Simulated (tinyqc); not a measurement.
Growth of a silicide layer between metal and silicon: linear-parabolic kinetics, ramp anneals and Kissinger analysis: one step, computed by the program tinyqc.

One compound layer of thickness x grows by diffusion through itself and reaction at an interface, dx/dt = 1/(2x/K + 1/v), until the metal is used up at x = a h.

Problem. Geometry at full reaction. Silicon consumed b h, sheet resistance rho/(final thickness) with 1 micro-ohm cm/nm = 10 ohm; margin to the junction x_j - b h.

Inputs (values chosen for the exercise, modelled on Ni2Si): metal thickness h = 7.6 nm; silicon consumed per metal thickness b = 0.91; silicide resistivity = 27 micro-ohm cm; junction depth x_j = 43 nm.

final thickness = 11.172 nm

Give: silicon consumed; sheet resistance; margin to the junction.

Solution.

silicon consumed = 6.916 nm

sheet resistance = 24.17 ohm/square

margin to the junction = 36.084 nm

The layer takes 16 % of the junction depth; its surface lies 4.26 nm above the original silicon surface. Caution: so thin a film has a resistivity above the bulk value and tends to agglomerate.
